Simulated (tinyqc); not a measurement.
The mobility curve: inversion-layer mobility, back-scattering and ballistic limit of a field-effect transistor. Computed by tinyqc, a small Python program. Command: `OMP_NUM_THREADS=1 python tinyqc.py 3021808 3021809 out.jsonl mos walk`. One thread of a shared host (Intel(R) Xeon(R) Processor @ 2.30GHz), about 0.01 s of CPU time with the checks.

The charge at the top of the source barrier is fixed by the gate; series resistance and short-channel effects are left out. F_j are Fermi integrals normalised to exp(eta) in the classical limit.

Inputs (values chosen for the exercise, modelled on a silicon n-channel): weight w of the inversion charge = 0.5; permittivity eps = 11.7; phonon mobility at 1 MV/cm and 300 K, mu_ph = 350 cm^2/(V s); roughness mobility at 1 MV/cm, mu_sr = 1200 cm^2/(V s); Coulomb mobility at N_inv = 1e12/cm^2, mu_C = 740 cm^2/(V s); electrical oxide thickness t_inv = 3.1 nm; depletion charge N_dep = 1.7e+11 1/cm^2; temperature T = 200 K.

Statistics at the top of the barrier: Fermi-Dirac.

Constants: eps_0 = 8.8541878128e-12 F/m; e = 1.602176634e-19 C.

Method. N_inv = 3.9 eps_0 (V_G - V_T)/(e t_inv); effective field E_eff = e (N_dep + w N_inv)/(eps eps_0). mu_phonon = mu_ph (E_eff/1 MV/cm)^(-0.3) (T/300 K)^(-1.75); mu_rough = mu_sr (E_eff/1 MV/cm)^(-2); mu_Coulomb = mu_C (N_inv/1e12 cm^-2) (T/300 K); Matthiessen's rule adds 1/mu.

Mobilities (cm^2/(V s)):
```
V_G - V_T (V)  N_inv (1/cm^2)  E_eff (MV/cm)  phonon   roughness  Coulomb   total
0.03               2.0858e+11        0.04242  1836.3  6.6683e+05    102.9   97.42
0.06               4.1715e+11        0.05855  1667.1  3.5005e+05    205.8  183.09
0.12               8.3430e+11        0.09081  1461.5  1.4552e+05    411.6  320.44
0.20               1.3905e+12        0.13382  1301.0  6.7011e+04    686.0  446.16
0.35               2.4334e+12        0.21446  1129.3  2.6090e+04   1200.5  569.21
0.50               3.4763e+12        0.29511  1026.2  1.3779e+04   1715.0  613.44
0.75               5.2144e+12        0.42952   916.9  6.5046e+03   2572.4  612.34
1.00               6.9525e+12        0.56393   845.0  3.7734e+03   3429.9  574.72
1.50               1.0429e+13        0.83274   751.8  1.7304e+03   5144.9  475.63
```

What follows from these numbers?

The lowest part is Coulomb from 0.0300 to 0.200, phonon from 0.350 to 1.50 V. The total peaks at 613 near E_eff = 0.30 MV/cm: screening lifts it at low density and the field presses it down at high density.

Extremes, crossings and ranges named in words are read from the listed rows.
